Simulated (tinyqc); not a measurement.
Recursion (Haydock) method for the local density of states: impurity site of a square lattice: sweeps and comparisons. A value that a table varies takes the place of the one given here.

One orbital a site at energy 0, hopping -t to the 4 nearest neighbours of a square lattice; the start u0 is a site in the bulk, with energy V. Recursion: a_n = <u_n|H|u_n>, b_(n+1) u_(n+1) = (H - a_n) u_n - b_n u_(n-1), b > 0. G(z) = 1/(z - a0 - b1^2/(z - a1 - b2^2/(...))), z = E + i eta. After n levels the tail is b_n^2 T with the square-root terminator T = (z - sqrt(z - 2b) sqrt(z + 2b))/(2 b^2), b = 2t so that the band edges lie at -/+ 4t.

Reference: the closed form for a chain (bulk 1/sqrt(z^2 - 4t^2), end site (z - sqrt(z^2 - 4t^2))/(2t^2)), averaged over 400 points (j + 1/2) pi/400 in each remaining direction with z shifted by 2t cos k, then G/(1 - V G).

Parameters, chosen for this exercise: t = 1.19 eV (hopping); V = 3.8 eV (shift of the starting site); eta = 0.059 eV (broadening); n = 4 (levels kept); E = -1.58 eV (energy).

## How many levels, and whether to terminate

Energies as fractions of the half width 4t.

Density (1/eV):
```
fraction,E (eV),2 levels,4 levels,7 levels,"7, no terminator",reference
-1.10,-5.236,0.0007,0.0007,0.0007,0.0007,0.0007
-0.90,-4.284,0.0139,0.0124,0.0126,0.0083,0.0129
-0.60,-2.856,0.0172,0.0192,0.0182,0.0040,0.0186
-0.35,-1.666,0.0215,0.0205,0.0220,0.0166,0.0217
-0.15,-0.714,0.0275,0.0245,0.0229,0.0031,0.0237
0.00,0.000,0.0340,0.0317,0.0300,0.0041,0.0256
0.15,0.714,0.0430,0.0444,0.0472,0.1658,0.0491
0.35,1.666,0.0599,0.0670,0.0659,0.0063,0.0650
0.60,2.856,0.0864,0.0813,0.0829,0.0526,0.0819
0.90,4.284,0.0994,0.1032,0.1011,0.0755,0.0995
1.10,5.236,0.4437,0.4649,0.4680,0.4825,0.4678
```

What can be read from the table?

Largest errors against the reference: 0.0240 (2 levels), 0.0061 (4), 0.0044 (7) and 0.117 without terminator, which leaves seven broadened spikes in place of a band. With seven levels the error is largest at E = 0.00 eV, at or next to a van Hove point of the lattice, which makes the b_n oscillate and converges last.

## Bound state above the band

A level solves G0(E) = 1/V for E above the band, G0 being the fraction for V = 0 with m levels and terminator; a dash: none.

Level (eV):
```
V/t,V (eV),3 levels,7 levels
0.5,0.595,-,-
1.0,1.190,-,-
2.0,2.380,4.8104,4.8267
3.0,3.570,5.2450,5.2503
3.5,4.165,5.5950,5.5974
4.0,4.760,6.0035,6.0046
4.5,5.355,6.4535,6.4541
6.0,7.140,7.9527,7.9528
8.0,9.520,10.1237,10.1237
```

threshold V/t with 7 levels = 1.272

What can be read from the table?

In two dimensions G0 diverges logarithmically and any V binds, but a fraction with a square-root tail has a finite edge value and sets a false threshold, V/t = 1.27 with 7 levels; well above it the levels are sound. At V = 8t three and seven levels give 10.1237 and 10.1237 eV.

## What each setting does

G at z = E + i eta with n levels and terminator. Each row changes one parameter from the base and keeps the others.

Results:
```
case,Re G (1/eV),density (1/eV)
base,-0.1672,0.0207
t = 1.309 eV,-0.1632,0.0216
V = 4.3 eV,-0.1560,0.0176
n = 5,-0.1654,0.0209
E = -1.34 eV,-0.1731,0.0214
eta = 0.118 eV,-0.1668,0.0211
```

What does this show?

The largest shifts from the base row, up to three for each result and ties (the steps differ in size, so this ranks the rows, not the parameters). Re G (1/eV): V +0.0112, E -0.0058, t +0.0040. density (1/eV): V -0.0031, t +0.0009, E +0.0007.

tinyqc: `OMP_NUM_THREADS=1 python tinyqc.py 1480730 1480731 out.jsonl`; about 0.01 s, one thread, shared Intel(R) Xeon(R) Processor @ 2.30GHz.
